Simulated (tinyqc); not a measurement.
Trap-assisted generation and recombination current of an abrupt junction: one step, computed by the program tinyqc. Command: `OMP_NUM_THREADS=1 python tinyqc.py 3028676 3028677 out.jsonl junctionleak walk`. One thread of a shared host (Intel(R) Xeon(R) Processor @ 2.30GHz), about 0.01 s of CPU time with the checks.

Depletion approximation, flat quasi-Fermi levels across the depleted layer, long neutral regions with minority lifetimes tau_n and tau_p, full ionisation and Boltzmann statistics. Voltages in exponents stand for e V.

Question. Depleted layer under reverse bias. W = sqrt(2 eps eps_0 (V_bi - V)(1/N_A + 1/N_D)/e), x_p = W N_D/(N_A + N_D), x_n = W - x_p, peak field F_m = 2 (V_bi - V)/W; reverse bias means V = -V_r.

Inputs (values chosen for the exercise, with bands and screening modelled on CdTe):

| quantity | value | unit |
|---|---|---|
| electron mass m_e | 0.0975 | m_0 |
| valleys M_c | 1 | - |
| dielectric constant eps | 10 | - |
| acceptor density N_A | 4.5e+15 | cm^-3 |
| donor density N_D | 1.5e+18 | cm^-3 |
| reverse bias V_r | 0.7 | V |
| temperature T | 450 | K |

Field enhancement: none.

V_bi = 1.202382 V

Constants: eps_0 = 8.8541878128e-12 F/m; e = 1.602176634e-19 C.

Give: W; x_p; x_n; peak field F_m.

Answer.

W = 684.6 nm

x_p = 682.5 nm

x_n = 2.048 nm

peak field F_m = 55578 V/cm

Caution: one side is doped near or above its effective density of states, so Boltzmann statistics understate V_bi.
